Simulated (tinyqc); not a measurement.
Cahn-Hilliard equation on a periodic one-dimensional grid: one step, computed by the program tinyqc.

Free energy F = h sum_j [A (c_j^2 - 1)^2/4 + (kappa/2) ((c_(j+1) - c_j)/h)^2]; dc/dt = Lap(mu), mu = A (c^3 - c) - kappa Lap(c), Lap(y)_j = (y_(j+1) - 2 y_j + y_(j-1))/h^2, mobility 1; the grid has n = 16 points.

Problem. The first step. Start: c_j = c0 + amplitude x (z_j - mean of z). With Fourier components y_m = sum_j y_j exp(-2 pi i j m/n): c_m(new) = [c_m - dt lambda_m N_m]/(1 + dt kappa lambda_m^2), N = A (c^3 - c), lambda_m = (4/h^2) sin^2(pi m/n).

Inputs (values chosen for the exercise, in reduced units):

| quantity | value | unit |
|---|---|---|
| spacing h | 1.5 | - |
| well depth A | 1.3 | - |
| gradient coefficient kappa | 1.2 | - |
| mean composition c0 | 0.29 | - |
| noise amplitude | 0.1 | - |
| time step dt | 0.32 | - |

Scheme: semi-implicit Fourier.

random numbers: 0.357  0.079  0.359  0.368  0.603  0.448  -0.335  -0.610  -0.852  -0.288  -0.717  0.935  -0.408  0.512  0.996  -0.120

Give: c at the start; mu at the start; c after one step; F at the start; F after one step.

Solution.

c at the start: 0.3174  0.2896  0.3176  0.3185  0.3420  0.3265  0.2482  0.2207  0.1965  0.2529  0.2100  0.3752  0.2409  0.3329  0.3813  0.2697

mu at the start: -0.3308  -0.3747  -0.3568  -0.3841  -0.3718  -0.3457  -0.3299  -0.2747  -0.2886  -0.2548  -0.3720  -0.2594  -0.4157  -0.3616  -0.3383  -0.4101

c after one step: 0.3089  0.2925  0.3149  0.3221  0.3441  0.3266  0.2508  0.2151  0.1969  0.2428  0.2255  0.3561  0.2569  0.3321  0.3738  0.2810

F at the start = 6.541

F after one step = 6.534
